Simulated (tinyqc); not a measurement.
# Schottky emission and Poole-Frenkel conduction in an insulator, and how to tell them apart, step by step

Program tinyqc, `OMP_NUM_THREADS=1 python tinyqc.py 2370029 2370030 out.jsonl`; Intel Xeon 2.30GHz, shared host, one thread, about 0.01 s. Printed values are rounded.

Schottky emission (electrode-limited): J = As T^2 exp[-(pb - b sqrt(F))/Vt], b = sqrt(q/(4 pi eps0 ei)). Poole-Frenkel emission (bulk-limited): J = s0 F exp[-(pt - 2 b sqrt(F))/Vt]. F in V/cm.

Values chosen for this exercise; dielectric values close to those of silicon nitride:
```
symbol,value,unit,meaning
T,300,K,temperature
ei,4.21,,high-frequency relative permittivity
es,7.15,,static relative permittivity
pt,1.37,eV,trap depth
s0,1.9,S/cm,Poole-Frenkel prefactor
pb,1.18,eV,electrode barrier
As,54,A/(cm^2 K^2),Richardson constant
F,2,MV/cm,field
```

Constants: q = 1.602176634e-19 C, kB = 1.380649e-23 J/K, Vt = kB T/q, eps0 = 8.8541878128e-14 F/cm where lengths are in cm. Results are converted to the units shown.

Range of the model: At the field F a Fowler-Nordheim estimate for tunnelling through pb (mass 0.4 m0) gives 1.2e-5 A/cm^2, more than Schottky emission.

## Both currents at one field

Lowerings b sqrt(F) and 2 b sqrt(F); the image-force maximum lies at sqrt(q/(16 pi eps0 ei F)) from the electrode.

Schottky lowering = 261.547 meV
position of the barrier top = 0.653868 nm
Poole-Frenkel lowering = 523.094 meV
J, Schottky = 1.80845e-9 A/cm^2
J, Poole-Frenkel = 2.25108e-8 A/cm^2

Injection and bulk transport act in series, so the smaller capacity limits the current: here the electrode, by a factor of 12.4.

## Which mechanism made these data

```
point,F (MV/cm),J (A/cm^2)
0,1.12,1.276e-10
1,1.97,1.508e-9
2,2.81,1.061e-8
3,3.66,5.775e-8
4,4.5,2.561e-7
```

The data come from another sample of the same dielectric, in which one mechanism alone limits the current. Fit straight lines by least squares: ln J on sqrt(F) (Schottky plot, slope b/Vt) and ln(J/F) on sqrt(F) (Poole-Frenkel plot, slope 2 b/Vt), F in V/cm, and read a permittivity from each slope. The right mechanism gives a value near ei, and in any case between ei and es.

slope of the Schottky plot = 0.00715367 (cm/V)^0.5
permittivity read as Schottky = 4.21023
slope of the Poole-Frenkel plot = 0.00584981 (cm/V)^0.5
permittivity read as Poole-Frenkel = 25.1849

Both plots are nearly straight, so straightness decides nothing. Read as Schottky the data give 4.21, which matches ei = 4.21; read as Poole-Frenkel they give 25.2, above even the static value 7.15. The data were made by Schottky emission.
